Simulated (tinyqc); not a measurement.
RKS/BLYP in the sto-3g basis, for BeH2, spin multiplicity 1, step by step (part 1 of 2). Computed by tinyqc, a small Python program that keeps every step (integrals from PySCF). Settings: charge = 0, multiplicity = 1, basis = sto-3g, energy threshold = 1e-09, iteration cap = 69, orthogonalisation = canonical, start = highest core orbitals, DIIS depth = 3, method = RKS, functional = blyp, grid = [40, 26]. Command: `OMP_NUM_THREADS=1 python tinyqc.py 29341 29342 out.jsonl` (the two numbers bound the seeds that draw the settings). One thread of a shared host (Intel(R) Xeon(R) Processor @ 2.60GHz), about 0.6 s of CPU time with the checks. Later iterations appear only in the table of the cycle.

## One-electron integrals

Geometry (angstrom):
```
atom       x        y       z
Be    0.0000   0.0000  0.0000
H     0.0000   1.3890  0.0000
H     0.0000  -1.3890  0.0000
```

Basis sto-3g: exponents (1/bohr^2) and contraction coefficients of normalised primitives:
```
element  l (shell)  exponent  coefficient
Be           s (1)   30.1679       0.1543
Be           s (1)    5.4951       0.5353
Be           s (1)    1.4872       0.4446
Be           s (2)    1.3148      -0.1000
Be           s (2)    0.3055       0.3995
Be           s (2)    0.0994       0.7001
Be           p (3)    1.3148       0.1559
Be           p (3)    0.3055       0.6077
Be           p (3)    0.0994       0.3920
H            s (1)    3.4253       0.1543
H            s (1)    0.6239       0.5353
H            s (1)    0.1689       0.4446
```

Overlap, kinetic and nuclear-attraction integrals over the contracted functions; the nuclear repulsion is the sum of Za Zb / Rab.

nuclear repulsion = 3.238305 hartree

overlap S, lower triangle:
```
         1Be 1s  1Be 2s  1Be 2px  1Be 2py  1Be 2pz   2H 1s   3H 1s
1Be 1s   1.0000
1Be 2s   0.2595  1.0000
1Be 2px  0.0000  0.0000   1.0000
1Be 2py  0.0000  0.0000   0.0000   1.0000
1Be 2pz  0.0000  0.0000   0.0000   0.0000   1.0000
2H 1s    0.0624  0.4403   0.0000   0.5117   0.0000  1.0000
3H 1s    0.0624  0.4403   0.0000  -0.5117   0.0000  0.0289  1.0000
```

kinetic energy T (hartree), lower triangle:
```
          1Be 1s  1Be 2s  1Be 2px  1Be 2py  1Be 2pz    2H 1s   3H 1s
1Be 1s    6.6940
1Be 2s   -0.0330  0.2111
1Be 2px   0.0000  0.0000   0.6606
1Be 2py   0.0000  0.0000   0.0000   0.6606
1Be 2pz   0.0000  0.0000   0.0000   0.0000   0.6606
2H 1s    -0.0157  0.0617   0.0000   0.1778   0.0000   0.7600
3H 1s    -0.0157  0.0617   0.0000  -0.1778   0.0000  -0.0086  0.7600
```

nuclear attraction V (hartree), lower triangle:
```
           1Be 1s   1Be 2s  1Be 2px  1Be 2py  1Be 2pz    2H 1s    3H 1s
1Be 1s   -15.3230
1Be 2s    -2.0970  -3.0320
1Be 2px    0.0000   0.0000  -2.9397
1Be 2py    0.0000   0.0000   0.0000  -3.1617
1Be 2pz    0.0000   0.0000   0.0000   0.0000  -2.9397
2H 1s     -0.5027  -1.2811   0.0000  -1.4549   0.0000  -2.9311
3H 1s     -0.5027  -1.2811   0.0000   1.4549   0.0000  -0.0986  -2.9311
```

core Hamiltonian H = T + V (hartree), lower triangle:
```
          1Be 1s   1Be 2s  1Be 2px  1Be 2py  1Be 2pz    2H 1s    3H 1s
1Be 1s   -8.6291
1Be 2s   -2.1300  -2.8209
1Be 2px   0.0000   0.0000  -2.2791
1Be 2py   0.0000   0.0000   0.0000  -2.5011
1Be 2pz   0.0000   0.0000   0.0000   0.0000  -2.2791
2H 1s    -0.5183  -1.2193   0.0000  -1.2772   0.0000  -2.1711
3H 1s    -0.5183  -1.2193   0.0000   1.2772   0.0000  -0.1071  -2.1711
```

## Two-electron integrals

Functions are numbered as in S; the eight-fold symmetry (ij|kl) = (ji|kl) = (kl|ij) leaves the list below.

Two-electron integrals (ij|kl) in chemists' order, unique and non-zero (hartree):
```
(11|11) 2.2988     (21|11) 0.3920     (21|21) 0.0795     (22|11) 0.5710
(22|21) 0.1430     (22|22) 0.4177     (31|31) 0.0146     (32|31) 0.0219
(32|32) 0.0923     (33|11) 0.5696     (33|21) 0.1431     (33|22) 0.4176
(33|33) 0.4499     (41|41) 0.0146     (42|41) 0.0219     (42|42) 0.0923
(43|43) 0.0242     (44|11) 0.5696     (44|21) 0.1431     (44|22) 0.4176
(44|33) 0.4014     (44|44) 0.4499     (51|51) 0.0146     (52|51) 0.0219
(52|52) 0.0923     (53|53) 0.0242     (54|54) 0.0242     (55|11) 0.5696
(55|21) 0.1431     (55|22) 0.4176     (55|33) 0.4014     (55|44) 0.4014
(55|55) 0.4499     (61|11) 0.0932     (61|21) 0.0189     (61|22) 0.0342
(61|33) 0.0340     (61|41) 0.0017     (61|42) 0.0032     (61|44) 0.0348
(61|55) 0.0340     (61|61) 0.0047     (62|11) 0.2126     (62|21) 0.0540
(62|22) 0.1700     (62|33) 0.1637     (62|41) 0.0071     (62|42) 0.0423
(62|44) 0.1824     (62|55) 0.1637     (62|61) 0.0142     (62|62) 0.1004
(63|31) 0.0051     (63|32) 0.0236     (63|43) 0.0075     (63|63) 0.0096
(64|11) 0.2234     (64|21) 0.0574     (64|22) 0.1898     (64|33) 0.1786
(64|41) 0.0116     (64|42) 0.0661     (64|44) 0.2121     (64|55) 0.1786
(64|61) 0.0158     (64|62) 0.1279     (64|64) 0.1689     (65|51) 0.0051
(65|52) 0.0236     (65|54) 0.0075     (65|65) 0.0096     (66|11) 0.3781
(66|21) 0.0977     (66|22) 0.3438     (66|33) 0.3188     (66|41) 0.0156
(66|42) 0.1181     (66|44) 0.3935     (66|55) 0.3188     (66|61) 0.0264
(66|62) 0.2545     (66|64) 0.3451     (66|66) 0.7746     (71|11) 0.0932
(71|21) 0.0189     (71|22) 0.0342     (71|33) 0.0340     (71|41) -0.0017
(71|42) -0.0032    (71|44) 0.0348     (71|55) 0.0340     (71|61) 0.0043
(71|62) 0.0120     (71|64) 0.0122     (71|66) 0.0213     (71|71) 0.0047
(72|11) 0.2126     (72|21) 0.0540     (72|22) 0.1700     (72|33) 0.1637
(72|41) -0.0071    (72|42) -0.0423    (72|44) 0.1824     (72|55) 0.1637
(72|61) 0.0120     (72|62) 0.0537     (72|64) 0.0543     (72|66) 0.1008
(72|71) 0.0142     (72|72) 0.1004     (73|31) 0.0051     (73|32) 0.0236
(73|43) -0.0075    (73|63) 0.0041     (73|73) 0.0096     (74|11) -0.2234
(74|21) -0.0574    (74|22) -0.1898    (74|33) -0.1786    (74|41) 0.0116
(74|42) 0.0661     (74|44) -0.2121    (74|55) -0.1786    (74|61) -0.0122
(74|62) -0.0543    (74|64) -0.0526    (74|66) -0.1003    (74|71) -0.0158
(74|72) -0.1279    (74|74) 0.1689     (75|51) 0.0051     (75|52) 0.0236
(75|54) -0.0075    (75|65) 0.0041     (75|75) 0.0096     (76|11) 0.0182
(76|21) 0.0045     (76|22) 0.0127     (76|33) 0.0125     (76|44) 0.0131
(76|55) 0.0125     (76|61) 0.0011     (76|62) 0.0053     (76|64) 0.0060
(76|66) 0.0110     (76|71) 0.0011     (76|72) 0.0053     (76|74) -0.0060
(76|76) 3.91e-04   (77|11) 0.3781     (77|21) 0.0977     (77|22) 0.3438
(77|33) 0.3188     (77|41) -0.0156    (77|42) -0.1181    (77|44) 0.3935
(77|55) 0.3188     (77|61) 0.0213     (77|62) 0.1008     (77|64) 0.1003
(77|66) 0.1905     (77|71) 0.0264     (77|72) 0.2545     (77|74) -0.3451
(77|76) 0.0110     (77|77) 0.7746
```

## Orthogonalisation

S = U s U^T; canonical form X = U s^(-1/2), so that X^T S X = 1. Each column of U has its largest component positive (the first on a tie).

eigenvalues of S: 0.2618  0.3654  0.9420  1.0000  1.0000  1.7094  1.7214

X:
```
               1        2        3       4       5        6       7
1Be 1s    0.0000  -0.3412   0.9508  0.0000  0.0000   0.0000  0.2481
1Be 2s    0.0000   1.2026  -0.0804  0.0000  0.0000   0.0000  0.5199
1Be 2px   0.0000   0.0000   0.0000  1.0000  0.0000   0.0000  0.0000
1Be 2py   1.3682   0.0000   0.0000  0.0000  0.0000   0.5462  0.0000
1Be 2pz   0.0000   0.0000   0.0000  0.0000  1.0000   0.0000  0.0000
2H 1s    -0.9869  -0.7661  -0.2749  0.0000  0.0000   0.3786  0.3529
3H 1s     0.9869  -0.7661  -0.2749  0.0000  0.0000  -0.3786  0.3529
```

Within a degenerate level the vectors are fixed only up to a rotation; this is one choice.

## Starting guess

The start is the highest orbitals of the core Hamiltonian (a deliberately bad start); D = 2 C_occ C_occ^T.

D at the start, lower triangle:
```
          1Be 1s   1Be 2s  1Be 2px  1Be 2py  1Be 2pz    2H 1s   3H 1s
1Be 1s    0.0315
1Be 2s   -0.2373   1.7857
1Be 2px   0.0000   0.0000   1.3654
1Be 2py   0.0000   0.0000   0.0000   2.3101
1Be 2pz   0.0000   0.0000  -0.9309   0.0000   0.6346
2H 1s     0.2206  -1.6595   0.0000  -2.2721   0.0000   3.7769
3H 1s     0.2206  -1.6595   0.0000   2.2721   0.0000  -0.6923  3.7769
```

## Iteration 1: exchange-correlation on the grid

Becke grid with 40 radial and 26 angular points per atom, points of zero weight dropped. rho = sum D_ij phi_i phi_j; V_xc,ij = sum w v_xc phi_i phi_j plus the gradient terms; v_xc is d(rho eps)/d rho at fixed gradient.

The 12 grid points with the largest w rho, of 3066 (bohr, atomic units):
```
x             y        z       w     rho  |grad rho|^2   eps_xc     v_xc
-1.4340  0.0000   1.4340  0.5614  0.0564        0.0048  -0.3284  -0.4016
1.4340   0.0000  -1.4340  0.5614  0.0564        0.0048  -0.3284  -0.4016
-1.6462  0.0000   1.6462  0.8178  0.0381        0.0029  -0.2965  -0.3508
1.6462   0.0000  -1.6462  0.8178  0.0381        0.0029  -0.2965  -0.3508
-2.0279  0.0000   0.0000  0.7018  0.0422        0.0032  -0.3038  -0.3638
2.0279   0.0000   0.0000  0.7018  0.0422        0.0032  -0.3038  -0.3638
-1.2423  0.0000   1.2423  0.3802  0.0767        0.0068  -0.3572  -0.4464
1.2423   0.0000  -1.2423  0.3802  0.0767        0.0068  -0.3572  -0.4464
-2.3280  0.0000   0.0000  1.0222  0.0284        0.0018  -0.2744  -0.3184
2.3280   0.0000   0.0000  1.0222  0.0284        0.0018  -0.2744  -0.3184
-1.7568  0.0000   0.0000  0.4752  0.0575        0.0050  -0.3304  -0.4040
1.7568   0.0000   0.0000  0.4752  0.0575        0.0050  -0.3304  -0.4040
```

electrons on the grid, sum of w rho = 5.9335

E_xc = sum of w rho eps_xc = -2.360112 hartree

V_xc (hartree), lower triangle:
```
          1Be 1s   1Be 2s  1Be 2px  1Be 2py  1Be 2pz    2H 1s    3H 1s
1Be 1s   -0.5036
1Be 2s   -0.1221  -0.3292
1Be 2px   0.0000   0.0000  -0.3387
1Be 2py   0.0000   0.0000   0.0000  -0.3442
1Be 2pz   0.0000   0.0000   0.0406   0.0000  -0.3060
2H 1s    -0.0289  -0.1629   0.0000  -0.2009   0.0000  -0.5090
3H 1s    -0.0289  -0.1629   0.0000   0.2009   0.0000  -0.0107  -0.5090
```

## Iteration 1: building the Kohn-Sham matrix

J_ij = sum D_kl (ij|kl); F = H + J + V_xc; E = tr D H + tr D J / 2 + E_xc + E_nn.

Coulomb J (hartree), lower triangle:
```
         1Be 1s  1Be 2s  1Be 2px  1Be 2py  1Be 2pz   2H 1s   3H 1s
1Be 1s   2.8320
1Be 2s   0.7152  2.2519
1Be 2px  0.0000  0.0000   2.2031
1Be 2py  0.0000  0.0000   0.0000   2.3842
1Be 2pz  0.0000  0.0000  -0.0451   0.0000   2.1677
2H 1s    0.1721  1.0405   0.0000   1.2413   0.0000  2.5737
3H 1s    0.1721  1.0405   0.0000  -1.2413   0.0000  0.0699  2.5737
```

Kohn-Sham matrix F (hartree), lower triangle:
```
          1Be 1s   1Be 2s  1Be 2px  1Be 2py  1Be 2pz    2H 1s    3H 1s
1Be 1s   -6.3007
1Be 2s   -1.5368  -0.8982
1Be 2px   0.0000   0.0000  -0.4146
1Be 2py   0.0000   0.0000   0.0000  -0.4611
1Be 2pz   0.0000   0.0000  -0.0045   0.0000  -0.4174
2H 1s    -0.3751  -0.3418   0.0000  -0.2367   0.0000  -0.1065
3H 1s    -0.3751  -0.3418   0.0000   0.2367   0.0000  -0.0479  -0.1065
```

total energy of this density = -3.237015 hartree

## Iteration 1: diagonalisation and new density

Diagonalise F' = X^T F X, C = X C', fill 3 alpha and 3 beta electrons from the bottom; D = 2 C_occ C_occ^T. Each column has its largest component positive (the first on a tie).

F' = X^T F X (hartree), lower triangle:
```
         1        2        3        4        5        6        7
1   0.3014
2   0.0000  -0.0851
3   0.0000   0.9266  -5.1278
4   0.0000   0.0000   0.0000  -0.4146
5   0.0000   0.0000   0.0000  -0.0045  -0.4174
6  -0.2908   0.0000   0.0000   0.0000   0.0000  -0.3502
7   0.0000   0.0844  -2.2309   0.0000   0.0000   0.0000  -1.4475
```

orbital energies (hartree): MO1 -6.3028, MO2 -0.5617, MO3 -0.4611, MO4 -0.4208, MO5 -0.4113, MO6 0.2040, MO7 0.4124

coefficients C:
```
             MO1      MO2      MO3     MO4      MO5      MO6      MO7
1Be 1s    1.0053  -0.2482   0.0000  0.0000   0.0000   0.0988   0.0000
1Be 2s   -0.0242   1.0109   0.0000  0.0000   0.0000  -0.8370   0.0000
1Be 2px   0.0000   0.0000   0.0000  0.5927   0.8054   0.0000   0.0000
1Be 2py   0.0000   0.0000   0.9979  0.0000   0.0000   0.0000   1.0837
1Be 2pz   0.0000   0.0000   0.0000  0.8054  -0.5927   0.0000   0.0000
2H 1s     0.0064   0.0264   0.0020  0.0000   0.0000   0.8867  -1.0571
3H 1s     0.0064   0.0264  -0.0020  0.0000   0.0000   0.8867   1.0571
```

D after iteration 1, lower triangle:
```
          1Be 1s  1Be 2s  1Be 2px  1Be 2py  1Be 2pz   2H 1s   3H 1s
1Be 1s    2.1444
1Be 2s   -0.5503  2.0449
1Be 2px   0.0000  0.0000   0.0000
1Be 2py   0.0000  0.0000   0.0000   1.9916
1Be 2pz   0.0000  0.0000   0.0000   0.0000   0.0000
2H 1s    -0.0002  0.0530   0.0000   0.0041   0.0000  0.0015
3H 1s    -0.0002  0.0530   0.0000  -0.0041   0.0000  0.0015  0.0015
```

## Iteration 2: exchange-correlation on the grid

As before.

The 12 grid points with the largest w rho, of 3066 (bohr, atomic units):
```
x              y        z       w     rho  |grad rho|^2   eps_xc     v_xc
0.0000    1.2934   0.0000  0.1880  0.1443        0.0132  -0.4291  -0.5528
0.0000   -1.2934   0.0000  0.1880  0.1443        0.0132  -0.4291  -0.5528
0.0000    1.5126   0.0000  0.2248  0.1199        0.0115  -0.4064  -0.5194
0.0000   -1.5126   0.0000  0.2248  0.1199        0.0115  -0.4064  -0.5194
0.0000   -1.0975   0.0000  0.1301  0.1679        0.0168  -0.4495  -0.5809
0.0000    1.0975   0.0000  0.1301  0.1679        0.0168  -0.4495  -0.5809
1.2423   -1.2423   0.0000  0.3513  0.0588        0.0055  -0.3331  -0.4065
0.0000   -1.2423  -1.2423  0.3513  0.0588        0.0055  -0.3331  -0.4065
0.0000    1.2423  -1.2423  0.3513  0.0588        0.0055  -0.3331  -0.4065
1.2423    1.2423   0.0000  0.3513  0.0588        0.0055  -0.3331  -0.4065
-1.2423   1.2423   0.0000  0.3513  0.0588        0.0055  -0.3331  -0.4065
0.0000   -1.2423   1.2423  0.3513  0.0588        0.0055  -0.3331  -0.4065
```

electrons on the grid, sum of w rho = 6.0314

E_xc = sum of w rho eps_xc = -3.574314 hartree

V_xc (hartree), lower triangle:
```
          1Be 1s   1Be 2s  1Be 2px  1Be 2py  1Be 2pz    2H 1s    3H 1s
1Be 1s   -1.5143
1Be 2s   -0.2237  -0.3552
1Be 2px   0.0000   0.0000  -0.3258
1Be 2py   0.0000   0.0000   0.0000  -0.4043
1Be 2pz   0.0000   0.0000   0.0000   0.0000  -0.3258
2H 1s    -0.0543  -0.1530   0.0000  -0.1752   0.0000  -0.3101
3H 1s    -0.0543  -0.1530   0.0000   0.1752   0.0000  -0.0118  -0.3101
```

## Iteration 2: building the Kohn-Sham matrix

As before.

Coulomb J (hartree), lower triangle:
```
         1Be 1s  1Be 2s  1Be 2px  1Be 2py  1Be 2pz   2H 1s   3H 1s
1Be 1s   6.8499
1Be 2s   1.3433  2.7930
1Be 2px  0.0000  0.0000   2.7558
1Be 2py  0.0000  0.0000   0.0000   2.8571
1Be 2pz  0.0000  0.0000   0.0000   0.0000   2.7558
2H 1s    0.3213  1.1259   0.0000   1.2483   0.0000  2.2327
3H 1s    0.3213  1.1259   0.0000  -1.2483   0.0000  0.0872  2.2327
```

Kohn-Sham matrix F (hartree), lower triangle:
```
          1Be 1s   1Be 2s  1Be 2px  1Be 2py  1Be 2pz    2H 1s    3H 1s
1Be 1s   -3.2934
1Be 2s   -1.0104  -0.3832
1Be 2px   0.0000   0.0000   0.1509
1Be 2py   0.0000   0.0000   0.0000  -0.0483
1Be 2pz   0.0000   0.0000   0.0000   0.0000   0.1509
2H 1s    -0.2513  -0.2464   0.0000  -0.2041   0.0000  -0.2485
3H 1s    -0.2513  -0.2464   0.0000   0.2041   0.0000  -0.0317  -0.2485
```

total energy of this density = -15.092345 hartree

## Iteration 2: DIIS over 2 matrices

error matrix X^T (FDS - SDF) X:
```
         1        2        3       4       5       6        7
1   0.0000   0.0000   0.0000  0.0000  0.0000  0.7566   0.0000
2   0.0000   0.0000  -0.3315  0.0000  0.0000  0.0000   0.3827
3   0.0000   0.3315   0.0000  0.0000  0.0000  0.0000  -0.0058
4   0.0000   0.0000   0.0000  0.0000  0.0000  0.0000   0.0000
5   0.0000   0.0000   0.0000  0.0000  0.0000  0.0000   0.0000
6  -0.7566   0.0000   0.0000  0.0000  0.0000  0.0000   0.0000
7   0.0000  -0.3827   0.0058  0.0000  0.0000  0.0000   0.0000
```

B (overlaps of the stored error matrices):
```
               1              2
1  5.8579474e-02  1.3843678e-01
2  1.3843678e-01  1.6577014e+00
```

Minimise |sum c_i e_i|^2 with sum c_i = 1: solve [B -1; -1 0][c; lambda] = [0; -1] with B_ij = tr e_i^T e_j, and take F = sum c_i F_i.

DIIS coefficients: 1.0555  -0.0555

extrapolated F (hartree), lower triangle:
```
          1Be 1s   1Be 2s  1Be 2px  1Be 2py  1Be 2pz    2H 1s    3H 1s
1Be 1s   -6.4675
1Be 2s   -1.5660  -0.9268
1Be 2px   0.0000   0.0000  -0.4460
1Be 2py   0.0000   0.0000   0.0000  -0.4840
1Be 2pz   0.0000   0.0000  -0.0048   0.0000  -0.4490
2H 1s    -0.3819  -0.3471   0.0000  -0.2386   0.0000  -0.0986
3H 1s    -0.3819  -0.3471   0.0000   0.2386   0.0000  -0.0488  -0.0986
```

## Iteration 2: diagonalisation and new density

As before.

F' = X^T F X (hartree), lower triangle:
```
         1        2        3        4        5        6        7
1   0.2854
2   0.0000  -0.1014
3   0.0000   0.9638  -5.2666
4   0.0000   0.0000   0.0000  -0.4460
5   0.0000   0.0000   0.0000  -0.0048  -0.4490
6  -0.3144   0.0000   0.0000   0.0000   0.0000  -0.3560
7   0.0000   0.0773  -2.2861   0.0000   0.0000   0.0000  -1.4776
```

orbital energies (hartree): MO1 -6.4702, MO2 -0.5871, MO3 -0.4844, MO4 -0.4525, MO5 -0.4425, MO6 0.2117, MO7 0.4139

coefficients C:
```
             MO1      MO2      MO3     MO4      MO5      MO6      MO7
1Be 1s    1.0059  -0.2477   0.0000  0.0000   0.0000   0.0941   0.0000
1Be 2s   -0.0268   1.0247   0.0000  0.0000   0.0000  -0.8200   0.0000
1Be 2px   0.0000   0.0000   0.0000  0.5927   0.8054   0.0000   0.0000
1Be 2py   0.0000   0.0000   1.0230  0.0000   0.0000   0.0000   1.0601
1Be 2pz   0.0000   0.0000   0.0000  0.8054  -0.5927   0.0000   0.0000
2H 1s     0.0070   0.0116  -0.0227  0.0000   0.0000   0.8870  -1.0568
3H 1s     0.0070   0.0116   0.0227  0.0000   0.0000   0.8870   1.0568
```

D after iteration 2, lower triangle:
```
          1Be 1s  1Be 2s  1Be 2px  1Be 2py  1Be 2pz    2H 1s   3H 1s
1Be 1s    2.1462
1Be 2s   -0.5615  2.1013
1Be 2px   0.0000  0.0000   0.0000
1Be 2py   0.0000  0.0000   0.0000   2.0929
1Be 2pz   0.0000  0.0000   0.0000   0.0000   0.0000
2H 1s     0.0083  0.0233   0.0000  -0.0464   0.0000   0.0014
3H 1s     0.0083  0.0233   0.0000   0.0464   0.0000  -0.0007  0.0014
```

## Iteration 9 (converged): orbitals

converged F (hartree), lower triangle:
```
          1Be 1s   1Be 2s  1Be 2px  1Be 2py  1Be 2pz    2H 1s    3H 1s
1Be 1s   -3.7008
1Be 2s   -1.0957  -0.4915
1Be 2px   0.0000   0.0000   0.0171
1Be 2py   0.0000   0.0000   0.0000  -0.1072
1Be 2pz   0.0000   0.0000   0.0000   0.0000   0.0171
2H 1s    -0.2710  -0.2553   0.0000  -0.1913   0.0000  -0.1738
3H 1s    -0.2710  -0.2553   0.0000   0.1913   0.0000  -0.0347  -0.1738
```

As before.

F' = X^T F X (hartree), lower triangle:
```
        1       2        3       4       5        6        7
1  0.5618
2  0.0000  0.1702
3  0.0000  0.3587  -2.9518
4  0.0000  0.0000   0.0000  0.0171
5  0.0000  0.0000   0.0000  0.0000  0.0171
6  0.0319  0.0000   0.0000  0.0000  0.0000  -0.2301
7  0.0000  0.1412  -1.3890  0.0000  0.0000   0.0000  -0.9773
```

orbital energies (hartree): MO1 -3.7066, MO2 -0.2637, MO3 -0.2314, MO4 0.0171, MO5 0.0171, MO6 0.2113, MO7 0.5631

coefficients C:
```
             MO1      MO2      MO3     MO4      MO5      MO6      MO7
1Be 1s    0.9878  -0.2339   0.0000  0.0000   0.0000  -0.2268   0.0000
1Be 2s    0.0472   0.5969   0.0000  0.0000   0.0000   1.1681   0.0000
1Be 2px   0.0000   0.0000   0.0000  0.0059   1.0000   0.0000   0.0000
1Be 2py   0.0000   0.0000   0.4908  0.0000   0.0000   0.0000   1.3890
1Be 2pz   0.0000   0.0000   0.0000  1.0000  -0.0059   0.0000   0.0000
2H 1s    -0.0071   0.3749   0.4180  0.0000   0.0000  -0.8040  -0.9709
3H 1s    -0.0071   0.3749  -0.4180  0.0000   0.0000  -0.8040   0.9709
```

D after iteration 9, lower triangle:
```
          1Be 1s  1Be 2s  1Be 2px  1Be 2py  1Be 2pz    2H 1s   3H 1s
1Be 1s    2.0611
1Be 2s   -0.1860  0.7171
1Be 2px   0.0000  0.0000   0.0000
1Be 2py   0.0000  0.0000   0.0000   0.4817
1Be 2pz   0.0000  0.0000   0.0000   0.0000   0.0000
2H 1s    -0.1895  0.4469   0.0000   0.4102   0.0000   0.6305
3H 1s    -0.1895  0.4469   0.0000  -0.4102   0.0000  -0.0682  0.6305
```

Within a degenerate level the vectors are fixed only up to a rotation; this is one choice.
